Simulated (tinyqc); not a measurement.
Inside a calculation. Method: RKS/BP86 in the 6-311g basis, for H2, spin multiplicity 1. One step of it, computed by the program tinyqc.

Task: Iteration 2: diagonalisation and new density. Diagonalise F' = X^T F X, C = X C', fill 1 alpha and 1 beta electrons from the bottom; D = 2 C_occ C_occ^T. Each column has its largest component positive (the first on a tie).

extrapolated F (hartree), order 1H 1s, 1H 2s, 1H 3s, 2H 1s, 2H 2s, 2H 3s:
```
[[0.423123, -0.354514, -0.328859, -0.296893, -0.311014, -0.276090],
 [-0.354514, -0.247303, -0.273395, -0.311014, -0.292537, -0.265399],
 [-0.328859, -0.273395, -0.220941, -0.276090, -0.265399, -0.224561],
 [-0.296893, -0.311014, -0.276090, 0.423123, -0.354514, -0.328859],
 [-0.311014, -0.292537, -0.265399, -0.354514, -0.247303, -0.273395],
 [-0.276090, -0.265399, -0.224561, -0.328859, -0.273395, -0.220941]]
```

X, order 1H 1s, 1H 2s, 1H 3s, 2H 1s, 2H 2s, 2H 3s:
```
[[0.607140, -0.952686, -0.697815, 0.599554, 0.602942, 0.155471],
 [-2.040230, 1.453723, 0.987383, 0.102650, 0.332074, 0.234346],
 [2.859625, -0.832391, 0.852615, -0.506928, 0.108909, 0.231333],
 [-0.607140, -0.952686, 0.697815, 0.599554, -0.602942, 0.155471],
 [2.040230, 1.453723, -0.987383, 0.102650, -0.332074, 0.234346],
 [-2.859625, -0.832391, -0.852615, -0.506928, -0.108909, 0.231333]]
```

Give: F' = X^T F X; orbital energies; coefficients C; D after iteration 2.

Result:

F' = X^T F X (hartree):
```
[[1.0023, 0.0000, -0.8121, 0.0000, 0.3570, 0.0000],
 [0.0000, 1.7059, 0.0000, -0.8056, 0.0000, 0.0337],
 [-0.8121, 0.0000, 1.0132, 0.0000, -0.6597, 0.0000],
 [0.0000, -0.8056, 0.0000, 0.5342, 0.0000, -0.0762],
 [0.3570, 0.0000, -0.6597, 0.0000, 0.4837, 0.0000],
 [0.0000, 0.0337, 0.0000, -0.0762, 0.0000, -0.4017]]
```

orbital energies (hartree): [-0.4086, -0.0132, 0.1292, 0.3750, 2.1178, 2.1374]

coefficients C, order 1H 1s, 1H 2s, 1H 3s, 2H 1s, 2H 2s, 2H 3s:
```
[[0.1933, 0.1211, -0.0826, -0.1325, -1.1167, -1.0894],
 [0.2752, 0.2776, -0.7285, -1.4056, 1.2540, 1.7874],
 [0.1616, 1.5031, 0.8498, 2.2749, -0.5051, -1.2174],
 [0.1933, -0.1211, -0.0826, 0.1325, -1.1167, 1.0894],
 [0.2752, -0.2776, -0.7285, 1.4056, 1.2540, -1.7874],
 [0.1616, -1.5031, 0.8498, -2.2749, -0.5051, 1.2174]]
```

D after iteration 2, order 1H 1s, 1H 2s, 1H 3s, 2H 1s, 2H 2s, 2H 3s:
```
[[0.0747, 0.1064, 0.0625, 0.0747, 0.1064, 0.0625],
 [0.1064, 0.1514, 0.0889, 0.1064, 0.1514, 0.0889],
 [0.0625, 0.0889, 0.0522, 0.0625, 0.0889, 0.0522],
 [0.0747, 0.1064, 0.0625, 0.0747, 0.1064, 0.0625],
 [0.1064, 0.1514, 0.0889, 0.1064, 0.1514, 0.0889],
 [0.0625, 0.0889, 0.0522, 0.0625, 0.0889, 0.0522]]
```
